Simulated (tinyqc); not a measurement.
## Shape of the distribution and failure rate

For F(t) = 1 - exp(-(t/t63)^beta): mean t63 Gamma(1 + 1/beta), median t63 (ln 2)^(1/beta), deviation t63 sqrt(Gamma(1 + 2/beta) - Gamma(1 + 1/beta)^2), failure rate (beta/t63)(t/t63)^(beta - 1).

Values chosen for this exercise: characteristic time of a test capacitor t63 = 480 s.

Shape of the distribution and failure rate:

| beta | mean (s) | median (s) | deviation/mean | rate at 0.01 t63 (1/s) | rate at t63 (1/s) |
|---|---|---|---|---|---|
| 0.5 | 960.0 | 230.6 | 2.236 | 0.01042 | 0.001042 |
| 0.7 | 607.6 | 284.3 | 1.462 | 0.005806 | 0.001458 |
| 1 | 480.0 | 332.7 | 1.000 | 0.002083 | 0.002083 |
| 1.3 | 443.3 | 362.1 | 0.7757 | 6.803e-4 | 0.002708 |
| 1.7 | 428.3 | 386.9 | 0.6055 | 1.410e-4 | 0.003542 |
| 2.2 | 425.1 | 406.3 | 0.4798 | 1.825e-5 | 0.004583 |
| 3 | 428.6 | 424.8 | 0.3634 | 6.250e-7 | 0.006250 |
| 4 | 435.1 | 438.0 | 0.2805 | 8.333e-9 | 0.008333 |

The relative spread falls from 2.24 to 0.281. For beta < 1 the rate falls with time (early failures), at 1 it is constant, 0.00208 1/s, and above 1 it grows (wear-out): the early rate goes from 10.0 times the rate at t63 to 1.00e-6 times.

Computed by the program tinyqc: `OMP_NUM_THREADS=1 python tinyqc.py 2070076 2070077 out.jsonl`, one thread of a shared Intel Xeon 2.30GHz, about 0.01 s for the whole run.
